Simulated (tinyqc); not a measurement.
Equilibrium and kinetic segregation of a solute to boundaries and growing surfaces: one step, computed by the program tinyqc.

Task: Segregation at a growing surface. Two-state exchange during growth, dilute: jump up r_u = nu exp(-E_b/(k_B T_g)), jump back r_d = r_u exp(-E_s/(k_B T_g)), nu = 1e13 1/s. In the time 1/R of one monolayer the share carried up is p = [r_u/(r_u + r_d)] [1 - exp(-(r_u + r_d)/R)]; the tail decays as p^n, length -1/ln p monolayers; the equilibrium limit has p = r_u/(r_u + r_d).

Inputs (values chosen for the exercise, for a model alloy):
```
quantity                        value          unit
exchange barrier E_b             1.82            eV
surface segregation energy E_s   0.24            eV
growth temperature T_g            890             K
growth rate                      0.24  monolayers/s
```

Constants: k_B = 8.617333262e-05 eV/K.

Give: r_u; r_d; share carried up p; decay length.

Result:

r_u = 494.2 1/s

r_d = 21.62 1/s

share carried up p = 0.9581

decay length = 23.35 monolayers

Exchange is fast against growth: the equilibrium regime, where heating shortens the tail.
